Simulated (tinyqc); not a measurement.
Orbital energy against energy difference: ionisation energy by orbital energies and by energy differences in the cc-pvdz basis, for BeH2, spin multiplicity 1. Computed by the program tinyqc with PySCF. The cation is unrestricted; errors are against CCSD(T) in this basis, not against experiment.

Geometry (angstrom):

| atom | x | y | z |
|---|---|---|---|
| Be | 0.0000 | 0.0000 | 0.0000 |
| H | 0.0000 | 1.2660 | 0.0000 |
| H | 0.0000 | -1.3600 | 0.0000 |

CCSD(T) difference in the same basis = 11.9490 eV

IP-EOM-CCSD = 11.9805 eV

First vertical ionisation energy (eV):

| method | -e(HOMO) | E(cation) - E | error of -e(HOMO) | error of the difference |
|---|---|---|---|---|
| HF | 12.1692 | 11.236403 | 0.2202 | -0.7126 |
| LDA | 7.4247 | 11.623488 | -4.5242 | -0.3255 |
| PBE | 7.4406 | 11.646748 | -4.5084 | -0.3022 |
| B3LYP | 8.6138 | 11.887971 | -3.3351 | -0.0610 |
| PBE0 | 8.7943 | 11.819474 | -3.1546 | -0.1295 |
| LC-wPBE | 11.7513 | 12.123873 | -0.1976 | 0.1749 |

Estimate the missing row, method = CAM-B3LYP.

Computed row:
```
method     -e(HOMO)  E(cation) - E  error of -e(HOMO)  error of the difference
CAM-B3LYP   10.2947      11.983572            -1.6543                   0.0346
```

Koopmans errs by +0.22 eV and Delta-HF by -0.71 eV: relaxation, 0.93 eV, lowers the value and the missing correlation difference works against it. The PBE level is off by -4.5 eV through the wrong tail of its potential, though its energy difference is off by -0.30 eV; exact exchange deepens the level, and among the orbital energies LC-wPBE comes closest; among the differences CAM-B3LYP does.
